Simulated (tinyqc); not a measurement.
Short-channel transistor, virtual-source model with series resistance: effect of the threshold at zero drain voltage on the on and off currents.

The current per gate width is the charge at the top of the source barrier (the virtual source) times its velocity times a saturation function; al and be are fitting constants of the model. Units: I in uA/um, Rs in ohm um, so I Rs = 1e-6 I Rs in volts; Q in uC/cm^2, so I = 1e-4 Q vx0 Fsat with vx0 in cm/s.

Intrinsic voltages Vg' = Vgs - I Rs, Vd' = Vds - 2 I Rs. n = n0 + nd Vd', VT = VT0 - dl Vd', Ff = 1/(1 + exp((Vg' - VT + al Vt/2)/(al Vt))), Q = Cinv n Vt ln(1 + exp((Vg' - VT + al Vt Ff)/(n Vt))), Vdsat = (vx0 L/mu)(1 - Ff) + Vt Ff, Fsat = u/(1 + u^be)^(1/be) with u = Vd'/Vdsat, and I = Q vx0 Fsat per width. I is solved self-consistently. Ion is I at Vgs = Vds = 1 V, Ioff at Vgs = 0, Vds = 1 V, and Rlin = Vds/I at Vgs = 1 V, Vds = 0.05 V.

Inputs (values chosen for the exercise): temperature T = 300 K; inversion capacitance Cinv = 3.81 uF/cm^2; velocity at the virtual source vx0 = 1.33e7 cm/s; apparent mobility mu = 1400 cm^2/(V s); channel length L = 20 nm; drain-induced barrier lowering dl = 0.189 V/V; subthreshold factor n0 = 1.34; growth of n with drain voltage nd = 0 1/V; threshold shift (in units of Vt) from weak to strong inversion al = 3.5; sharpness of saturation be = 2; series resistance of each contact Rs = 120 ohm um.

Constants: q = 1.602176634e-19 C, kB = 1.380649e-23 J/K, Vt = kB T/q. Results are converted to the units shown.

Result of one run:
```
VT0 (V)  Ion (uA/um)  Ioff (nA/um)  log10(Ion/Ioff)  Rlin (ohm um)
0.4             2176          3677            2.772          246.5
```

What becomes of these results when the threshold at zero drain voltage VT0 is changed from 0.4 to 0.15 V, all else the same?

Result of the changed run:
```
VT0 (V)  Ion (uA/um)  Ioff (nA/um)  log10(Ion/Ioff)  Rlin (ohm um)
0.15            2862       2.310e5            1.093          244.5
```

The whole series:
```
VT0 (V)  Ion (uA/um)  Ioff (nA/um)  log10(Ion/Ioff)  Rlin (ohm um)
0.15            2862       2.310e5            1.093          244.5
0.2             2725       1.429e5            1.280          244.8
0.25            2588       7.588e4            1.533          245.2
0.3             2450       3.324e4            1.868          245.6
0.35            2313       1.196e4            2.286          246.0
0.4             2176          3677            2.772          246.5
0.45            2038          1018            3.302          247.2
0.5             1901         264.1            3.857          247.9
```

As VT0 goes from 0.15 to 0.5 V, Ion falls from 2860 to 1900 uA/um, Ioff falls from 2.31e5 to 264 nA/um and Rlin rises from 245 to 248 ohm um. Ion changes by a factor of 0.664 and Ioff by 0.00114. The off current depends on it through an exponential, the on current about linearly. For VT0 = 0.15 to 0.45 V the off current passes 1 uA/um, so the device is hardly off at Vgs = 0.

Computed by the program tinyqc: `OMP_NUM_THREADS=1 python tinyqc.py 2380020 2380021 out.jsonl`, one thread of a shared Intel Xeon 2.30GHz, about 0.01 s for the whole run.
